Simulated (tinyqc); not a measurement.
Which input was changed? Model: time-domain thermoreflectance: layered heat flow under a modulated pulse train, and what the signal ratio measures. Computed by tinyqc, a small Python program. Command: `OMP_NUM_THREADS=1 python tinyqc.py 3111265 3111266 out.jsonl tdtr which`. One thread of a shared host (Intel(R) Xeon(R) Processor @ 2.30GHz), about 0.9 s of CPU time with the checks.

Pulses repeat at 80 MHz; heat is laid down at the surface, all layers are isotropic.

Inputs (values chosen for the exercise, modelled on aluminium on beta-Ga2O3):
```
quantity                                value        unit
metal thickness d                          82          nm
metal conductivity                        160     W/(m K)
metal heat capacity                      2.42  MJ/(m^3 K)
boundary conductance G under the metal     71  MW/(m^2 K)
substrate conductivity kappa             15.3     W/(m K)
substrate heat capacity C                3.35  MJ/(m^3 K)
modulation frequency f                      1         MHz
spot radius w (1/e^2, pump and probe)       4  micrometre
delay t                                   200          ps
```

Stack: metal, substrate.

Method:
- For radial wave number k and angular frequency W each layer has u = sqrt(4 pi^2 k^2 + i W C/kappa) and gamma = kappa u. Surface impedance from below: Z = 1/gamma for the substrate; a layer of thickness L maps Z to (Z + tanh(u L)/gamma)/(1 + gamma Z tanh(u L)); a boundary adds 1/G.
- Response per absorbed watt H(W) = 2 pi int_0^(2/w) Z(k, W) exp(-pi^2 k^2 w^2) k dk by 20 Gauss-Legendre points.
- Signal: X + iY = sum_(m = -M..M) H(2 pi (f + m f_r)) exp(i 2 pi m f_r t) exp(-pi (m/M)^2 x 4), f_r = 80 MHz, M = 4000, with H(-W) the complex conjugate of H(W); V_in = X, V_out = Y, ratio = -V_in/V_out.

Question. One of these inputs alone was changed, within the range given: metal thickness d (41 to 164); boundary conductance G under the metal (35.5 to 142); modulation frequency f (0.5 to 2); spot radius w (1/e^2, pump and probe) (2 to 8). Which one, and to what value?

Results:
```
run     V_in (K/mW)  V_out (K/mW)  phase of H(2 pi f) (degrees)
before     1.760418    -0.5720355                     -31.83577
after      2.019741    -0.5906152                     -31.83278
```

Answer.

Each candidate set to reproduce V_in, and what it then gives:
```
candidate                                            range searched  value needed  V_out (K/mW)  phase of H(2 pi f) (degrees)
metal thickness d (nm)                                    41 to 164         66.00      -0.59062                       -31.833
boundary conductance G under the metal (MW/(m^2 K))     35.5 to 142  out of reach             -                             -
modulation frequency f (MHz)                               0.5 to 2        0.5334      -0.67671                       -29.768
spot radius w (1/e^2, pump and probe) (micrometre)           2 to 8         3.724      -0.63197                       -31.048
```

Only metal thickness d fits every result: it went from 82 to 66.0 nm. The next best candidate, spot radius w (1/e^2, pump and probe), misses one result by 7.0 %.
